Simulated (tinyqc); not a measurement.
Plane-wave Kohn-Sham cycle with exchange-only LDA in a layered model solid, step by step. One step of it, computed by the program tinyqc.

Problem. Iteration 2: potential. V_H(G) = 4 pi rho(G)/G^2 for G != 0 (uniform background); v_x = -(3 rho/pi)^(1/3); V = V_ext + V_H + v_x; Fourier components f(G_m) = (1/N) sum_j f(x_j) exp(-i G_m x_j).

A solid whose potential varies along x alone (atomic units):
```
parameter                      value
period a                   11.500000
cross-section of the cell  39.000000
electrons per cell                 2
grid points                       16
plane waves -n..n, n               2
k points                           4
V1 in V1 cos(2 pi x/a)     -0.710000
```

density after iteration 1 (e/bohr^3): [0.01723596, 0.01450505, 0.00849263, 0.00325537, 0.00071734, 0.00007184, 0.00000249, 0.00000497, 0.00001360, 0.00000497, 0.00000249, 0.00007184, 0.00071734, 0.00325537, 0.00849263, 0.01450505]

Give: Potentials on the grid; V(G_m), m = 0, 1, 2, ....

Solution.

Potentials on the grid (hartree):
```
x          V_ext      V_H      v_x        V
0.0000   -0.7100   0.3559  -0.2544  -0.6085
0.7188   -0.6560   0.3160  -0.2402  -0.5802
1.4375   -0.5020   0.2126  -0.2009  -0.4903
2.1562   -0.2717   0.0827  -0.1459  -0.3350
2.8750         0  -0.0411  -0.0882  -0.1292
3.5938    0.2717  -0.1415  -0.0409   0.0893
4.3125    0.5020  -0.2138  -0.0133   0.2749
5.0312    0.6560  -0.2571  -0.0168   0.3820
5.7500    0.7100  -0.2715  -0.0235   0.4150
6.4688    0.6560  -0.2571  -0.0168   0.3820
7.1875    0.5020  -0.2138  -0.0133   0.2749
7.9062    0.2717  -0.1415  -0.0409   0.0893
8.6250         0  -0.0411  -0.0882  -0.1292
9.3438   -0.2717   0.0827  -0.1459  -0.3350
10.0625  -0.5020   0.2126  -0.2009  -0.4903
10.7812  -0.6560   0.3160  -0.2402  -0.5802
```

V(G_m), m = 0, 1, 2, ... (hartree): [-0.1106, -0.2630, 0.0083, 0.0066, -0.0013]
